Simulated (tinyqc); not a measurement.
# Changing the pair energy w (positive repels)

Model: adsorption as a lattice gas: isotherms with interactions, competition, desorption peaks and saturation dose. Computed by tinyqc, a small Python program. Command: `OMP_NUM_THREADS=1 python tinyqc.py 3026712 3026713 out.jsonl adsorb sweep`. One thread of a shared host (Intel(R) Xeon(R) Processor @ 2.30GHz), about 0.01 s of CPU time with the checks.

One adsorbate per site; a molecule needs 1 empty site. Gas and surface have the same temperature.

Inputs (values chosen for the exercise, for a model surface): desorption energy E = 1.58 eV; prefactor nu = 1.1e+12 1/s; neighbours z = 4; site density N_s = 14 1/nm^2; molecular mass M = 72.8 u; sticking coefficient s0 = 0.065; temperature T = 542 K; pressure p = 4.6e-05 Pa; blocking by a second gas, K_B p_B = 4.3.

Adsorption: molecular (first order).

Constants: u = 1.6605390666e-27 kg; k_B = 1.380649e-23 J/K; k_B = 8.617333262e-05 eV/K.

Method. Flux F = p/sqrt(2 pi M k_B T); k_d = nu exp(-E/(k_B T)); s0 F (1 - theta) = N_s k_d theta, so y = s0 F/(N_s k_d), theta = y/(1 + y). With a second gas on the same sites theta = y/(1 + y + K_B p_B). With u = w/(k_B T). Mean field: theta/(1 - theta) = y exp(-z u theta). Quasi-chemical: theta/(1 - theta) = y [(r - 1 + 2 theta)(1 - theta)/((r + 1 - 2 theta) theta)]^(-z/2) exp(-z u/2), r = sqrt(1 - 4 theta (1 - theta)(1 - exp(-u))).

One run for each value:
```
pair energy w (positive repels) (eV)  coverage, mean field  coverage, quasi-chemical        u
-0.0420                                            0.97703                   0.97584  -0.8992
-0.0220                                            0.86622                   0.86016  -0.4710
-0.0023                                            0.58698                   0.58693  -0.0492
0.0170                                             0.41052                   0.41264   0.3640
0.0370                                             0.31687                   0.33005   0.7922
0.0570                                             0.26125                   0.28906   1.2204
0.0770                                             0.22410                   0.26659   1.6486
0.0970                                             0.19731                   0.25346   2.0768
0.1200                                             0.17430                   0.24457   2.5693
```

Over the rows, coverage, mean field falls from 0.977 to 0.174; coverage, quasi-chemical falls from 0.976 to 0.245; u rises from -0.899 to 2.57.

Caution (rows 0.0570, 0.0770, 0.0970, 0.120): for z u near 4 or above (near 8 on the triangular lattice, z = 6) mean field itself predicts sublattice order near half coverage (the exact threshold is higher); both uniform formulas leave ordering out.
